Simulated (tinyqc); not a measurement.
# Front-illuminated p-i-n photodiode, quantum efficiency and bandwidth, step by step

Numbers from tinyqc (`OMP_NUM_THREADS=1 python tinyqc.py 2250027 2250028 out.jsonl`; about 0.01 s on one thread of a shared Intel Xeon 2.30GHz). Printed values are rounded.

Light enters through a p layer (0 to xp), a depleted layer (xp to xp + wi) and a thick n substrate, decaying as exp(-al x); one pass, no back reflection. Carriers made in the depleted layer are all collected; those in the neutral layers diffuse.

Parameters, values chosen for the exercise; values close to those of gallium arsenide at this wavelength:
- lam = 850 nm (wavelength)
- al = 10000 1/cm (absorption coefficient)
- Rf = 0.05 (reflectance of the front face)
- eps_r = 13.3 (relative permittivity)
- xp = 0.095 um (thickness of the front p layer)
- wi = 1.3 um (thickness of the depleted layer)
- Dn = 64 cm^2/s (electron diffusion coefficient in the p layer)
- Ln = 2 um (electron diffusion length in the p layer)
- S = 3e5 cm/s (recombination velocity of the front surface)
- Lp = 67 um (hole diffusion length in the thick n substrate)
- ve = 8.11e6 cm/s (electron drift velocity)
- vh = 5.75e6 cm/s (hole drift velocity)
- dia = 200 um (diameter)
- RL = 50 ohm (load resistance)
- Cp = 10 fF (parasitic capacitance)
- f = 20 GHz (modulation frequency)

Constants: q = 1.602176634e-19 C, h = 6.62607015e-34 J s, c = 299792458 m/s, eps0 = 8.8541878128e-14 F/cm where lengths are in cm. Results are converted to the units shown.

## Quantum efficiency

k = al Ln, s = S Ln/Dn, e = exp(-al xp); front layer f1 = (k/(k^2 - 1)) {[s + k - e (s cosh(xp/Ln) + sinh(xp/Ln))]/[s sinh(xp/Ln) + cosh(xp/Ln)] - k e}; depleted layer f2 = e (1 - exp(-al wi)); substrate f3 = e exp(-al wi) al Lp/(1 + al Lp); external efficiency (1 - Rf)(f1 + f2 + f3); responsivity = efficiency q lam/(h c).

s = 0.9375
f1 = 0.0885997
f2 = 0.661540
f3 = 0.244188
external efficiency = 0.944612
responsivity = 0.647599 A/W

The front layer absorbs 9.06 % of the light that enters and collects 97.8 % of that. Diffusion from the neutral layers makes up 33.5 % of the current.

## Response at one frequency

Drift response for pairs made in the depleted layer, a = al wi, g = 1 - exp(-a), u = 2 pi i f, te = wi/ve, th = wi/vh: electrons He = [g - a (exp(-a) - exp(-u te))/(u te - a)]/(u te g), holes Hh = [g - a (1 - exp(-a - u th))/(a + u th)]/(u th g); C = eps0 eps_r pi (dia/2)^2/wi + Cp; total |He + Hh|/sqrt(1 + (2 pi f RL C)^2), for the current of the depleted layer alone.

te = 16.0296 ps
th = 22.6087 ps
He = 0.399405-0.356405i
Hh = 0.223960-0.231641i
|He + Hh| = 0.856960
C = 2855.82 fF
total response = 0.0476845

The drift response alone falls to 1/sqrt(2) at 30.0 GHz and the RC term alone at 1.11 GHz; together they give 1.11 GHz.
